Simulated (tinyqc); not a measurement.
From results back to parameters: heterojunction of two tight-binding chains.

Problem. A state bound at the interface below both bands solves E - 2 t1 - U + t1 z1 + (tc^2/t2) z2 = 0, with z the root of z + 1/z = 2 - (E - bottom)/t that has |z| < 1. Its energy was computed for a hidden U.

Left chain: hopping -t1, sites at 2 t1 (band bottom 0). Right chain: hopping -t2, sites at dE + 2 t2 (bottom dE). t = c/(m a^2), c = hbar^2/2m0. The bond across the interface is -tc with tc = f sqrt(t1 t2), and the last left site has the extra energy U. In a chain E = bottom + 2t (1 - cos(ka)); the surface Green function of a half chain is g = -exp(ika)/t, with Im k > 0 where cos(ka) > 1.

Constants: hbar^2/2m0 = 3.80998211 eV angstrom^2.

Values chosen for the exercise (masses and offset of the size met at InAs / GaSb; not measured data): a = 3 angstrom (site spacing); m1 = 0.029 m0 (mass on the left); m2 = 0.041 m0 (mass on the right); dE = 0.88 eV (band offset); f = 1.25 (factor on the interface hopping).

E = -0.378550 eV

Find: z1, z2; U.

Solution. Form the hoppings, solve the two quadratics for z, and read U from the equation, which is linear in it.

z1, z2: 0.8514  0.7065

U = -1.03 eV

tinyqc: `OMP_NUM_THREADS=1 python tinyqc.py 1482345 1482346 out.jsonl`; about 0.01 s, one thread, shared Intel(R) Xeon(R) Processor @ 2.30GHz.
